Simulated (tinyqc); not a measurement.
Van der Pauw, Hall and four-point-probe measurements on a doped layer: one step of the calculation.

A uniform p-type layer with sheet resistance Rs = 1/(q ns mu), point contacts, low field (mu B small).

Problem. Resistances and Hall voltage. Rs = 1/(q ns mu). For a rectangle with contacts at the corners, RA = (8 Rs/pi) sum_(k>=0) ln coth((2k + 1) pi a/(2 b)) with current along a short side b and voltage along the opposite one, RB the same with a and b exchanged; Hall voltage VH = rH B I/(q ns), negative for electrons.

Inputs (values chosen for the exercise):
```
symbol   value        unit                                                      meaning
ns      1.3e14       cm^-2                                   sheet density of the layer
mu          49  cm^2/(V s)                                               drift mobility
rH        1.18                                                              Hall factor
B         0.55           T                                               magnetic field
I          100          uA                                                      current
ar        2.07              side ratio a/b of a rectangular sample with corner contacts
```

Constants: q = 1.602176634e-19 C. Results are converted to the units shown.

Give: Rs; RA; RB; VH.

Solution.

Rs = 979.83 ohm/square
RA = 7.4793 ohm
RB = 1167.2 ohm
VH = 0.31160 mV

RB/RA = 156; for a square both equal Rs ln 2/pi = 216 ohm.

Program tinyqc, `OMP_NUM_THREADS=1 python tinyqc.py 2850206 2850207 out.jsonl`; Intel Xeon 2.30GHz, shared host, one thread, about 0.01 s.
